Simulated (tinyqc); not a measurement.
# Round nanowire with a gate all round, subbands and threshold shift from confinement: two studies

Undoped body with a flat potential across it, hard walls, transport along x. Three valley pairs (g = 2 each) with the longitudinal mass along x, y or z. Non-parabolicity enters the subband edges through E (1 + al E) = gamma, so E = 2 gamma/(1 + sqrt(1 + 4 al gamma)); motion within a subband is taken as parabolic with the band-edge mass. Energies are counted from the bulk band edge.

Inputs (values chosen for the exercise); masses close to those of silicon: temperature T = 300 K; longitudinal mass ml = 0.902 m0; transverse mass mt = 0.189 m0; non-parabolicity al = 0 1/eV; diameter t = 5.3 nm; widening of the box by penetration into the insulator dl = 0.3 nm; gate capacitance per area of interface Cg = 2.8 uF/cm^2.

Constants: q = 1.602176634e-19 C, kB = 1.380649e-23 J/K, hbar = 1.054571817e-34 J s, m0 = 9.1093837015e-31 kg, Vt = kB T/q, hbar^2/(2 m0) = 0.0380998212 eV nm^2. Results are converted to the units shown.

Each table varies one quantity; the others keep the values above.

## Confinement against the diameter

gamma = C (2 z/(t + dl))^2 (1/my + 1/mz)/2, z the zeros of the Bessel functions J_l (2.404826, 3.831706, 5.135622, 5.520078, ...), twofold for l > 0; the mean inverse mass is an approximation for anisotropic valleys, C = hbar^2/(2 m0). Each subband has N_k = g sqrt(2 mx m0 kB T/(pi hbar^2)); without degeneracy n = exp(EF/Vt) sum N_k exp(-E_k/Vt). Classical value Nc times pi t^2/4, Nc = sum over valleys of 2 g (m m0 kB T/(2 pi hbar^2))^1.5 with m = (mx my mz)^(1/3). Threshold shift dVT = Vt ln(classical value/sum N_k exp(-E_k/Vt)). With degeneracy n = sum N_k F((EF - E_k)/Vt), F(x) = (1/sqrt(pi)) int_0^infinity u^(-1/2) du/(1 + exp(u - x)); gate: Vg = EF + q n/(Cg P), P = pi t, summed over the 60 lowest subbands at most, with Vg counted from the value that would put EF at the bulk band edge of an empty body. The last two columns are for Vg = 0.4 V; sensitivity d(dVT)/dt by central differences between 0.99 and 1.01 times the value.

Confinement against the diameter:
```
t (nm),E_1 (meV),gap to the next edge (meV),dVT (mV),sensitivity (mV/nm),n/P (cm^-2),share of the lowest subband (%)
2,533.1,348.4,474.9,-437.8,6.450e10,50.00
2.7,313.4,204.8,270.6,-189.8,2.119e12,49.98
3.6,185.4,121.2,157.3,-81.36,3.843e12,49.24
4.7,112.8,73.72,97.09,-36.03,4.818e12,44.53
6.3,64.74,42.31,59.92,-14.66,5.523e12,33.78
8.4,37.26,24.35,39.80,-6.173,6.005e12,23.25
11,22.09,14.43,28.79,-2.899,6.345e12,15.48
15,12.05,7.873,20.98,-1.319,6.656e12,9.187
20,6.844,4.472,16.28,-0.6691,6.893e12,5.472
```

As t grows from 2 to 20 nm, E_1 falls from 533 to 6.84 meV and dVT falls from 475 to 16.3 mV. E_1 goes as t^(-1.77) at the thin end (-2 for a parabolic band without penetration); a thickness error of 0.2 nm moves the threshold by 88 mV in the first row and 0.13 mV in the last. The charge per interface area rises from 6.45e10 to 6.89e12 cm^-2. For t = 2, 2.7 the body is too thin for bulk effective masses to be reliable. For t = 4.7, 6.3, 8.4, 11, 15, 20 the charge in the last two columns would bend the potential across the body noticeably, which is left out.

## Charge and subband filling against gate voltage

Same model as above.

Each subband has N_k = g sqrt(2 mx m0 kB T/(pi hbar^2)). Cq = q dn/dEF.

Charge and subband filling against gate voltage:
```
Vg (V),EF - E_1 (eV),n (cm^-1),n/P (cm^-2),share of the lowest subband (%),Cq/(Cg P),total C/(Cg P)
-0.06,-0.1508,2.647e4,1.590e10,44.56,0.03512,0.03393
0.07,-0.05477,1.014e6,6.089e11,44.20,1.255,0.5566
0.19,-0.01839,3.447e6,2.070e12,43.20,3.614,0.7833
0.32,0.004702,6.558e6,3.939e12,41.65,5.650,0.8496
0.44,0.02105,9.574e6,5.750e12,39.87,7.007,0.8751
0.56,0.03509,1.266e7,7.602e12,37.87,8.078,0.8898
0.69,0.04867,1.604e7,9.636e12,35.63,9.050,0.9005
0.81,0.06017,1.920e7,1.153e13,33.63,9.808,0.9075
0.94,0.07182,2.265e7,1.360e13,31.62,10.50,0.9130
```

EF passes E_1 = 0.0899 eV at Vg = 0.290 V. The share of the lowest subband falls from 44.6 to 31.6 % and the total capacitance rises from 0.0339 to 0.913 of Cg P. In the last row 9.0 % of an added gate voltage goes into raising EF (from the last two rows). For Vg = 0.19, 0.32, 0.44, 0.56, 0.69, 0.81, 0.94 the charge would bend the potential across the body noticeably, which is left out.

Range of the model: For the strongly anisotropic y and z valleys the mean inverse mass serves only for l = 0; pairs with l > 0 really split widely.

Numbers from tinyqc (`OMP_NUM_THREADS=1 python tinyqc.py 2350046 2350047 out.jsonl`; about 0.2 s on one thread of a shared Intel Xeon 2.30GHz).
